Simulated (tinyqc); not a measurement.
What moves the results: type-II superlattice in the two-band Kane model. A value that a table varies takes the place of the one given here.

Motion along the axis, period d = a + b, c = hbar^2/2m0. Conduction and light-hole bands couple: (E - Ec)(E - Ev) = Ep c k^2 in each layer, with mass m(E) = (E - Ev)/Ep, which may be negative. The conduction envelope psi and psi'/m(E) are continuous; a layer carries them by [[cos kt, (m/k) sin kt], [-(k/m) sin kt, cos kt]] (cosh and sinh for k^2 < 0), and cos(q d) = tr(M_B M_A)/2. C1 is the first miniband above EvB, with its bottom at tr/2 = +1 and its top at -1; the gap is the bottom of C1 less the top heavy-hole level HH1.

Heavy holes are uncoupled: with e = EvB - E, p = sqrt(mhB e/c), w = sqrt(mhA (EvB - EvA - e)/c), the top level HH1 at q = 0 solves (p/mhB) tan(p b/2) = (w/mhA) tanh(w a/2).

Constants: hbar^2/2m0 = 3.80998211 eV angstrom^2; hc = 1239.841984 eV nm.

Parameters, chosen for this exercise (near those of an InAs/GaSb superlattice; not measured data): b = 49 angstrom (layer B); EcA = 0 eV (conduction edge of A); EvA = -0.41 eV (valence edge of A); EcB = 0.942 eV (conduction edge of B); EvB = 0.13 eV (valence edge of B); EpA = 14.5 eV (coupling energy in A); EpB = 17.9 eV (coupling energy in B); mhA = 0.35 m0 (heavy hole in A); mhB = 0.27 m0 (heavy hole in B); As = (20, 28, 37, 44, 57, 63, 77) angstrom (widths of layer A); a = 36 angstrom (layer A).

## Width of layer A

Bottom of C1 (tr/2 = +1, above EvB), HH1, the gap and hc/gap; widths at which C1 no longer starts above EvB are left out.

Results:

| a (angstrom) | C1 (eV) | HH1 (eV) | gap (meV) | cut-off (micrometre) |
|---|---|---|---|---|
| 20 | 0.5113 | 0.0926 | 418.7 | 2.96 |
| 28 | 0.3989 | 0.0923 | 306.6 | 4.04 |
| 37 | 0.3107 | 0.0922 | 218.5 | 5.68 |
| 44 | 0.2606 | 0.0922 | 168.4 | 7.36 |
| 57 | 0.1945 | 0.0922 | 102.3 | 12.12 |
| 63 | 0.1720 | 0.0922 | 79.8 | 15.54 |
| 77 | 0.1322 | 0.0922 | 40.0 | 30.98 |

From a = 20 to 77 angstrom C1 falls by 379 meV while HH1 moves by -0.4 meV, so layer A tunes the gap, from 419 to 40 meV. The cut-off shifts by 0.135 micrometre per angstrom at the thin end and 1.103 at the thick end: long wavelengths need tight control of the thickness.

## One band or two

Bottom of C1. One band: (k/mA) tan(k a/2) = (kappa/mB) tanh(kappa b/2) with the edge masses (Ec - Ev)/Ep and barrier EcB - EcA. Second row: mA replaced by m(E). The last column is measured against two bands.

Results:

| model | C1 (eV) | gap (meV) | error (meV) |
|---|---|---|---|
| one band, edge masses | 0.2978 | 205.6 | -21.1 |
| m(E) in A only | 0.2600 | 167.8 | -58.9 |
| two bands | 0.3190 | 226.8 | 0.0 |

mA = 0.0283 m0
mB = 0.0454 m0

With edge masses C1 errs by -21 meV, 9 % of the gap. The heavier m(E) in A changes it by -38 meV; the treatment of B changes it by +59 meV, since C1 lies 189 meV above the valence edge of B, where its mass is 0.0106 instead of 0.0454.

## What each parameter does

Bottom and width of C1, HH1 and the gap. Each row changes one parameter from the base and keeps the others.

Results:

| case | C1 (eV) | width (meV) | HH1 (eV) | gap (meV) |
|---|---|---|---|---|
| base | 0.3190 | 40.3 | 0.0922 | 226.8 |
| a = 33 angstrom | 0.3459 | 42.7 | 0.0922 | 253.7 |
| b = 46 angstrom | 0.3156 | 46.1 | 0.0882 | 227.4 |
| EvB = 0.11 eV | 0.3167 | 37.9 | 0.0725 | 244.2 |
| EcB = 0.992 eV | 0.3245 | 36.3 | 0.0922 | 232.3 |
| EvA = -0.44 eV | 0.3147 | 39.6 | 0.0918 | 222.9 |
| EpA = 15.7 eV | 0.3272 | 42.2 | 0.0922 | 235.0 |
| mhB = 0.31 m0 | 0.3190 | 40.3 | 0.0954 | 223.5 |

The largest shifts from the base row, up to three for each result and ties (the steps differ in size, so this ranks the rows, not the parameters). C1 (eV): a +0.0270, EpA +0.0082, EcB +0.0055; unchanged at the printed digits by mhB. width (meV): b +5.7, EcB -4.0, EvB -2.4, a +2.4; unchanged at the printed digits by mhB. HH1 (eV): EvB -0.0197, b -0.0040, mhB +0.0032; unchanged at the printed digits by a, EcB and EpA. gap (meV): a +26.9, EvB +17.5, EpA +8.2.

Run: tinyqc, `OMP_NUM_THREADS=1 python tinyqc.py 1250797 1250798 out.jsonl`; Intel(R) Xeon(R) Processor @ 2.30GHz, one thread, shared host; about 4 s of CPU time with all checks.
